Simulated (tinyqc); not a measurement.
Coherent transport through a tight-binding region between two chains, step by step. One step of it, computed by the program tinyqc.

Task: Transmission at E = -0.54 eV. Surface Green function g = (E - i sqrt(4 t^2 - E^2)) / (2 t^2); self-energy tc^2 g on each contact site; G = (E - H - Sigma)^(-1); Gamma = -2 Im Sigma; T = Gamma_L Gamma_R |G_LR|^2; local density of states -Im G_ii / pi.

H of the central region (eV):
```
,1,2
1,0.960000,-0.990000
2,-0.990000,0.040000
```

Leads: semi-infinite chains with site energy 0:
```
parameter,value
lead hopping t (eV),1.120000
coupling to the left lead (eV),0.490000
coupling to the right lead (eV),0.620000
left contact site,1
right contact site,2
```

E = -0.540000 eV

Give: g; G; local density of states; transmission.

Result:

g = -0.215-0.867i 1/eV

G (1/eV):
```
,1,2
1,-0.070-0.888i,0.722-1.284i
2,0.722-1.284i,0.786-2.030i
```

local density of states (1/eV): 0.283  0.646

transmission = 0.602
